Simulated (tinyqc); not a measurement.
What each parameter does: quasiparticle equation with a plasmon-pole self-energy for two band edges.

For each edge E = e + X + Sc(E), with the correlation part Sc(E) = A[0]/(E - a + w) + A[1]/(E - b - w); a and b are the valence and conduction energies that enter the Green function (a = ev, b = ec in the one-shot scheme). Z = 1/(1 - dSc/dE), dSc/dE = -A[0]/(E - a + w)^2 - A[1]/(E - b - w)^2.

Values chosen for the exercise (scales of the order of those of AlN; shifted at random, so the results belong to these values and not to a real crystal):
```
symbol  value         unit  meaning
ev      0             eV    mean-field valence top
ec      4.25          eV    mean-field conduction edge
w       18.7          eV    pole energy
Av      (78.1, 40.8)  eV^2  weights of the valence state on the hole and electron poles
Ac      (43.1, 86.3)  eV^2  the same for the conduction state
Xv      -3.95         eV    exchange minus the mean-field potential, valence
Xc      3.69          eV    the same, conduction
```

Exact one-shot edges and Z of the valence state there. Each row changes one parameter from the base and keeps the others.

Results:
```
case                     Ev (eV)  Ec (eV)  gap (eV)       Z
base                     -1.1823   4.9634    6.1457  0.7550
w = 19.64 eV             -1.3087   5.0918    6.4005  0.7712
Xv = -4.05 eV            -1.2578   4.9634    6.2211  0.7540
Xc = 3.79 eV             -1.1823   5.0377    6.2201  0.7550
ec = 4.35 eV             -1.1771   5.0577    6.2347  0.7554
Av = (82, 40.8) eV^2     -1.0156   4.9634    5.9790  0.7501
Ac = (43.1, 90.62) eV^2  -1.1823   4.7861    5.9684  0.7550
```

The largest shifts from the base row, up to three for each result and ties (the steps differ in size, so this ranks the rows, not the parameters). Ev (eV): Av +0.1667, w -0.1263, Xv -0.0754; unchanged at the printed digits by Xc and Ac. Ec (eV): Ac -0.1773, w +0.1285, ec +0.0943; unchanged at the printed digits by Xv and Av. gap (eV): w +0.2548, Ac -0.1773, Av -0.1667. Z: w +0.0162, Av -0.0049, Xv -0.0010; unchanged at the printed digits by Xc and Ac.

Run: tinyqc, `OMP_NUM_THREADS=1 python tinyqc.py 1851190 1851191 out.jsonl`; Intel(R) Xeon(R) Processor @ 2.30GHz, one thread, shared host; about 0.02 s of CPU time with all checks.
